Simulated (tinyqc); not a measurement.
Partial widths from the peak.

Problem. A Breit-Wigner resonance has total width G = GL + GR and peak transmission Tp = 4 GL GR/G^2. GR is known to be the larger. Find GL, GR and the lifetime hbar/G.

Constants: q = 1.602176634e-19 C, hbar = 1.054571817e-34 J s. Results are converted to the units shown.

G = 15.914011 meV
Tp = 0.96632944

Answer. GL and GR have the sum G and the product Tp G^2/4, so they are (G/2)(1 +/- sqrt(1 - Tp)).

GL = 6.497 meV
GR = 9.417 meV
lifetime = 41.36 fs

tinyqc, about 0.2 s, one thread, Intel Xeon 2.30GHz (shared host): `OMP_NUM_THREADS=1 python tinyqc.py 2600123 2600124 out.jsonl`
